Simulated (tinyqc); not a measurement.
Undoped symmetric double-gate MOSFET, analytic potential model: one step of the calculation.

An undoped body of thickness ts between two equal insulators and tied gates; long channel, electrons only, n = ni exp((psi - V)/Vt) with V the quasi-Fermi potential (0 at the source, Vd at the drain), constant mobility, no quantisation. Across the body psi(x) = V - 2 Vt ln[(ts/(2 beta)) sqrt(q ni/(2 eps0 eps_r Vt)) cos(2 beta x/ts)], x from the centre. Q is the electron charge per area of the whole body.

Problem. beta at the source by Newton steps. With V = 0: f = ln(beta) - ln(cos beta) + 2 r beta tan(beta) - (Vg - V0)/(2 Vt); f' = 1/beta + tan(beta) + 2 r [tan(beta) + beta/cos^2(beta)]; beta(new) = beta - f/f'.

Parameters, values chosen for the exercise:
```
symbol  value  unit       meaning
T         400     K   temperature
Vg       0.91     V  gate voltage
```

Constants: q = 1.602176634e-19 C, kB = 1.380649e-23 J/K, Vt = kB T/q. Results are converted to the units shown.

beta at the start = 1
r = 0.34410197
V0 = 0.87624913 V

Give: f; f'; beta after iteration 1.

Solution.

f = 1.1979
f' = 5.9867
beta after iteration 1 = 0.79991

tinyqc, about 0.02 s, one thread, Intel Xeon 2.30GHz (shared host): `OMP_NUM_THREADS=1 python tinyqc.py 2440128 2440129 out.jsonl`
